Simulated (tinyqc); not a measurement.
The 3-omega method: a line heater on a substrate with a thin film: one step, computed by the program tinyqc.

A current at angular frequency omega = 2 pi f heats the line at 2 omega with the amplitude P per length; the temperature swing Delta T at 2 omega gives a voltage at 3 omega. The substrate is taken as semi-infinite and isotropic, and the heat capacity of heater and film is left out.

Question. Temperature swing of the bare substrate. Delta T_s = (P/(pi kappa)) int_0^infinity (sin x/x)^2 / sqrt(x^2 + (q b)^2) dx with (q b)^2 = i |q b|^2, averaged over the heater width (12 Gauss-Legendre points on each of the pieces 0, 14 log-spaced edges from 1e-5 to 1, and multiples of pi to 40 pi; the tail adds 1/(4 (40 pi)^2)). For |q| b much below 1: Delta T_s = (P/(pi kappa)) [-ln(|q| b) + eta - i pi/4], eta = 3/2 - C_E = 0.92278, with Euler's C_E = 0.5772157.

Inputs (values chosen for the exercise, modelled on hafnia on silica):
```
quantity                      value           unit
substrate conductivity kappa   1.34        W/(m K)
substrate heat capacity C      1.66  1e6 J/(m^3 K)
heater half-width b             2.4     micrometre
power amplitude per length P    5.8            W/m
current frequency f             930             Hz
```

|q| b = 0.2887748

Give: in-phase Delta T_s; out-of-phase Delta T_s; in-phase, narrow-line form; out-of-phase, narrow-line form.

Answer.

in-phase Delta T_s = 2.9973 K

out-of-phase Delta T_s = -1.0389 K

in-phase, narrow-line form = 2.9827 K

out-of-phase, narrow-line form = -1.0821 K

The narrow-line form misses the in-phase part by -0.49 % and the out-of-phase part by +4.2 % at |q| b = 0.289.
